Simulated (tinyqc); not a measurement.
Localisation in a chain with random site energies (transfer matrices): sweeps and comparisons. A value that a table varies takes the place of the one given here.

Hopping -t; leads with site energy 0, E = -2t cos(ka). psi_(j+1) = ((e_j - E)/t) psi_j - psi_(j-1), a product of matrices M_j = [[(e_j - E)/t, -1], [1, 0]]. For M = M_N ... M_1 the transmission is T = 4 sin^2(ka)/|M21 - M12 + M22 exp(ika) - M11 exp(-ika)|^2. Long samples draw e_j = W (x_j/2147483647 - 1/2) from x_j = 16807 x_(j-1) mod 2147483647, starting at x0. The localisation length xi, in sites, is defined by ln T = -2N/xi on average; weak disorder gives xi = 24 (4t^2 - E^2)/W^2, and the mean free path for backscattering is xi/2.

Numerical xi = N/ln sqrt(psi_(N+1)^2 + psi_N^2) for N = 20000 sites from psi_1 = 1, psi_0 = 0; its statistical error is about xi sqrt(xi/N).

Parameters, chosen for this exercise:
- t = 1.25 eV (hopping)
- E = -1.34 eV (energy)
- x0 = 4358 (start of the number sequence)
- W = 2.49 eV (full width of the disorder)

## Localisation length against disorder

The same number sequence scaled by W.

xi (sites):

| W/t | W (eV) | numerical | error | weak disorder | strong: 1/(ln(W/2t) - 1) |
|---|---|---|---|---|---|
| 1.0 | 1.250 | 68.669 | 4.024 | 68.420 | - |
| 1.5 | 1.875 | 29.788 | 1.150 | 30.409 | - |
| 2.0 | 2.500 | 16.228 | 0.462 | 17.105 | - |
| 3.0 | 3.750 | 7.535 | 0.146 | 7.602 | - |
| 4.0 | 5.000 | 4.746 | 0.073 | 4.276 | - |
| 6.0 | 7.500 | 2.626 | 0.030 | 1.901 | - |
| 10.0 | 12.500 | 1.381 | 0.011 | 0.684 | 1.641 |
| 16.0 | 20.000 | 0.883 | 0.006 | 0.267 | 0.926 |

At W = t the numerical value is 68.7 +/- 4.0 against 68.4, and at 2t 16.23 +/- 0.46 against 17.10. The weak-disorder formula is within 15 % for W/t = 1, 1.5, 2, 3 and 4; at W = 16t it gives 0.27 and the strong-disorder form 0.93, against 0.88. All states of the chain are localised; disorder only sets the length.

## From ballistic to localised

200 samples of each length, cut one after another from the start of the sequence. Typical T = exp(mean ln T). Ohmic: 1/(1 + 2N/xi); localised: exp(-2N/xi), both with the weak-disorder xi.

Transmission:

| N | mean T | typical T | spread of ln T | ohmic | localised |
|---|---|---|---|---|---|
| 2 | 0.817 | 0.805 | 0.179 | 0.812 | 0.793 |
| 5 | 0.571 | 0.523 | 0.444 | 0.633 | 0.560 |
| 10 | 0.397 | 0.288 | 0.916 | 0.463 | 0.314 |
| 20 | 0.211 | 0.0821 | 1.634 | 0.301 | 0.0983 |
| 40 | 0.0756 | 0.00685 | 2.694 | 0.177 | 0.00966 |
| 80 | 0.0100 | 5.35e-05 | 3.992 | 0.0973 | 9.33e-05 |

With xi = 17.2 sites, mean and typical T are 0.571 and 0.523 at N = 5, and 0.0100 and 5.35e-05 at N = 80, where ln T scatters by 4.0. The slope of ln(typical T) between 40 and 80 sites gives xi = 16.5, uncertain by about 7 % from the scatter of 200 samples. At N = 80 the ohmic law gives 1.82e+03 times the typical value: a single channel has no ohmic range beyond a mean free path, and the mean is carried by rare resonant samples.

## What each parameter does

Numerical and weak-disorder xi. Each row changes one parameter from the base and keeps the others.

Results:

| case | numerical xi (sites) | weak-disorder xi (sites) |
|---|---|---|
| base | 16.45 | 17.24 |
| t = 1.438 eV | 24.75 | 25.07 |
| E = -0.94 eV | 20.43 | 20.77 |
| W = 2.988 eV | 11.51 | 11.97 |
| x0 = 4359 | 16.35 | 17.24 |

The largest shifts from the base row, up to three for each result and ties (the steps differ in size, so this ranks the rows, not the parameters). numerical xi (sites): t +8.30, W -4.94, E +3.97. weak-disorder xi (sites): t +7.82, W -5.27, E +3.53; unchanged at the printed digits by x0. A new x0 is another sample of the same disorder; its shift is one draw of the statistical scatter, about xi sqrt(xi/N); the other rows share one sample, so their errors are correlated.

(tinyqc, `OMP_NUM_THREADS=1 python tinyqc.py 1482589 1482590 out.jsonl`, Intel(R) Xeon(R) Processor @ 2.30GHz, 1 thread, shared host, about 0.08 s.)
